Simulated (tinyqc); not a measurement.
The decay curve: photoconductance decay in a wafer: bulk and surface recombination modes, and iron detection by pair splitting. Computed by tinyqc, a small Python program. Command: `OMP_NUM_THREADS=1 python tinyqc.py 3112757 3112758 out.jsonl pcd walk`. One thread of a shared host (Intel(R) Xeon(R) Processor @ 2.30GHz), about 0.02 s of CPU time with the checks.

Both faces of the wafer have the same S; injection is low and all coefficients are constant. x runs from -W/2 to W/2.

Inputs (values chosen for the exercise, modelled on p-type silicon):
```
quantity                          value         unit
thickness W                         200   micrometre
diffusivity D                      23.6       cm^2/s
bulk lifetime tau_b without iron    250  microsecond
surface recombination velocity S     47         cm/s
absorption coefficient alpha        510         1/cm
```

Method:
- Even modes cos(a x) obey b tan b = S W/(2 D) with b = a W/2, odd modes sin(a x) obey -b cot b = S W/(2 D); each decays at the rate 1/tau_b + D a^2.
- tau_eff is the decay time of the first mode. The surface time is 1/(D a^2) of that mode; shortcuts for it are W/(2 S), W^2/(pi^2 D) and their sum, whose error is sum/surface time - 1.
- Light from one face makes n(x, 0) proportional to exp(-alpha (x + W/2)). Only even modes carry the thickness average: weight c_n = [sin b/b] int n cos(a x) dx / (int cos^2(a x) dx x mean n), with int exp(-alpha (x + W/2)) cos(a x) dx = [alpha cos b (1 - E) + a sin b (1 + E)]/(alpha^2 + a^2), E = exp(-alpha W), and int cos^2 = W/2 + sin(2 b)/(2 a).
- Mean density = sum_n c_n exp(-t/tau_n) over 60 modes; the local decay time is -1/(d ln n/dt).

W^2/(pi^2 D) = 1.71731 microsecond

tau_eff = 115.354 microsecond

Decay:
```
t / (W^2/(pi^2 D))  t (microsecond)  mean density/start  local decay time (microsecond)
0.02                         0.0343             0.99926                           51.94
0.05                         0.0859             0.99835                           61.20
0.10                         0.1717             0.99706                           71.17
0.20                         0.3435             0.99487                           84.15
0.50                         0.8587             0.98951                          104.27
1.00                         1.7173             0.98184                          113.73
2.00                         3.4346             0.96728                          115.32
```

What does the comparison show, and why?

The local decay time goes from 51.9 to 115 microsecond against tau_eff = 115. Early on higher modes speed the decay, so a fit must start late.
